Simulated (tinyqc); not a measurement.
# From growth rate G back to boundary layer delta

Model: precursor delivery and alloy composition in metal-organic vapour-phase epitaxy. Computed by tinyqc, a small Python program. Command: `OMP_NUM_THREADS=1 python tinyqc.py 3000449 3000450 out.jsonl movpe inv`. One thread of a shared host (Intel(R) Xeon(R) Processor @ 2.30GHz), about 0.02 s of CPU time with the checks.

Carrier gas leaves each bubbler saturated. Group-III species cross a boundary layer and react at the surface; element 2 can also desorb. The film is (1)_(1-x) (2)_x V with a zinc-blende cell.

Inputs (values chosen for the exercise, close to those used for InGaP from TEGa and TMIn): source 1: a in log10(p/torr) = a - b/T = 8.08; source 1: b = 2162 K; source 1: bath temperature = 16 C; source 1: carrier flow = 51 sccm; source 2: a = 10.52; source 2: b = 3014 K; source 2: bath temperature = 26 C; source 2: carrier flow = 410 sccm; bubbler pressure p_b = 1000 torr; group-V hydride flow = 32 sccm; total flow = 11 slm; reactor pressure p = 75 torr; diffusivity D0 at 273.15 K and 760 torr = 0.4 cm^2/s; prefactor of the surface rate k_s = 7.3e+13 cm/s; energy of k_s = 1.85 eV; prefactor of the loss of element 2 = 6.2e+14 layers/s; energy of the loss = 3.1 eV; lattice constant a = 5.65 angstrom; growth temperature T = 590 C.

Constants: k_B = 1.380649e-23 J/K; k_B = 8.617333262e-05 eV/K.

Method:
- Temperatures in kelvin are T(C) + 273.15.
- Vapour pressure p_v = 10^(a - b/T); precursor flow = carrier flow x p_v/(p_b - p_v); 1 sccm = 44.615 micromol/min; V/III = hydride flow over the sum of both; gas share x_g = F2/(F1 + F2).
- Partial pressure p_i = p F_i/(44615 x total flow in slm); density n_i = p_i/(k_B T), 1 torr = 133.322 Pa; D = D0 (T/273.15)^1.75 (760/p), h = D/delta, the same for both; k_s = prefactor x exp(-energy/(k_B T)); arrival J_i = n_i/(1/h + 1/k_s); in layers per second g_i = J_i a^2/2 (two group-III sites per a^2 on (001)).
- Loss of element 2 is r x with r = prefactor x exp(-energy/(k_B T)). Then x = (g2 - r x)/(g1 + g2 - r x), or r x^2 - (g1 + g2 + r) x + g2 = 0, smaller root; growth rate G = g1/(1 - x) layers/s; one layer is a/2 thick, 1 angstrom/s = 0.36 um/h.
- Distribution coefficient = [x/(1 - x)]/[x_g/(1 - x_g)], x_g = g2/(g1 + g2).

Problem. A run gave the result below. Find the boundary layer delta, known to lie between 0.87 and 2.6 cm.

growth rate G = 3.133547 um/h

Solution.

Each step takes the trial c = (a f_b - b f_a)/(f_b - f_a), f being the result less the target and a, b, c the logarithms of the listed values; c replaces end b, the old b replaces a if the sign of f changed, and otherwise f_a is halved.

Scan of the range:
```
boundary layer delta (cm)  growth rate G (um/h)
0.87                                    5.66143
1.04                                    4.75880
1.25                                    3.97576
1.50                                    3.32450
1.81                                    2.76321
2.17                                    2.31023
2.60                                    1.93191
```

False position (Illinois rule, in the logarithm of the input) inside the bracket:
```
step    end a    end b    trial  growth rate G (um/h)
1     1.50000  1.81000  1.59900               3.12199
2     1.50000  1.59900  1.58800               3.14326
3     1.59900  1.58800  1.59301               3.13353
4     1.58800  1.59301  1.59300               3.13355
5     1.58800  1.59300  1.59300               3.13355
6     1.59300  1.59300  1.59300               3.13355
```

Growth rate G falls at every point of a 13-point scan of the range (every second point is shown), so one value fits; it is bracketed by 1.50 and 1.81. Answer: boundary layer delta = 1.593 cm.

Caution: the lattice constant is held fixed as x changes, delta does not respond to the flow, both precursors share one D and k_s, and gas-phase side reactions are left out.
